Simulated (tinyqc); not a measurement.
# Pinning of the barrier by interface states

Cowley-Sze model with the space charge neglected: phiB = S (phiM - chi) + (1 - S)(Eg - phi0), S = 1/(1 + q Dit dl/(eps0 ei)), dl in cm.

Values chosen for this exercise; band and dielectric values those of a made-up semiconductor:
```
symbol  value  unit                                         meaning
Eg       1.16    eV                                        band gap
chi       5.2    eV                               electron affinity
dl        0.3    nm              thickness of the interfacial layer
ei        3.9        relative permittivity of the interfacial layer
phi0     0.34    eV            neutral level above the valence band
phiM     5.77    eV                             metal work function
```

Constants: q = 1.602176634e-19 C, eps0 = 8.8541878128e-14 F/cm where lengths are in cm. Results are converted to the units shown.

Result of one run:

| S | phiB (eV) | change of phiB for 0.5 eV more work function (eV) |
|---|---|---|
| 0.9863 | 0.5734 | 0.4931 |

Which density of interface states Dit gave this result: 3e11, 1e12, 3e12 or 3e13 cm^-2 eV^-1?

Dit = 1e12 cm^-2 eV^-1.

The whole series:

| Dit (cm^-2 eV^-1) | S | phiB (eV) | change of phiB for 0.5 eV more work function (eV) |
|---|---|---|---|
| 1e11 | 0.9986 | 0.5703 | 0.4993 |
| 3e11 | 0.9958 | 0.5710 | 0.4979 |
| 1e12 | 0.9863 | 0.5734 | 0.4931 |
| 3e12 | 0.9599 | 0.5800 | 0.4800 |
| 1e13 | 0.8778 | 0.6005 | 0.4389 |
| 3e13 | 0.7054 | 0.6436 | 0.3527 |
| 1e14 | 0.4181 | 0.7155 | 0.2090 |
| 3e14 | 0.1932 | 0.7717 | 0.09660 |
| 1e15 | 0.06703 | 0.8032 | 0.03351 |

S falls from 0.999 to 0.0670, passing 1/2 at Dit = eps0 ei/(q dl) = 7.18e13 cm^-2 eV^-1. The barrier rises from 0.570 to 0.803 eV, from near the Schottky-Mott value phiM - chi = 0.570 eV towards the pinned value Eg - phi0 = 0.820 eV.

Numbers from tinyqc (`OMP_NUM_THREADS=1 python tinyqc.py 2020003 2020004 out.jsonl`; about 0.04 s on one thread of a shared Intel Xeon 2.30GHz).
